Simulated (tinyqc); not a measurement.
Carrier lifetime from Shockley-Read-Hall, radiative, Auger and surface recombination: one step, computed by the program tinyqc. Command: `OMP_NUM_THREADS=1 python tinyqc.py 3013774 3013775 out.jsonl lifetime walk`. One thread of a shared host (Intel(R) Xeon(R) Processor @ 2.30GHz), about 0.02 s of CPU time with the checks.

Energies are counted from the top of the valence band. Boltzmann statistics, full ionisation, and equal excess densities of electrons and holes.

Problem. Surface lifetime. The slowest diffusion mode has x tan x = S W/(2 D) with 0 < x < pi/2 (bisection), and tau_s = W^2/(4 x^2 D). The common approximation is W/(2 S) + W^2/(pi^2 D).

Inputs (values chosen for the exercise, with bands modelled on GaAs):
```
quantity                   value        unit
doping N                 6.2e+17       cm^-3
radiative coefficient B  5.8e-11      cm^3/s
diffusion coefficient D      3.4      cm^2/s
surface velocity S         22000        cm/s
thickness W                   44  micrometre
```

Doping: n-type. Surface term: two equal surfaces.

Give: x; tau_s; approximate tau_s.

Solution.

x = 1.468

tau_s = 6.605e-07 s

approximate tau_s = 6.769e-07 s

The approximation is off by 2.5 %. Diffusion to the surfaces limits: S hardly matters. Caution: the layer is thicker than two bulk diffusion lengths: adding 1/tau_s describes the late decay, and understates the surface loss in a steady state.
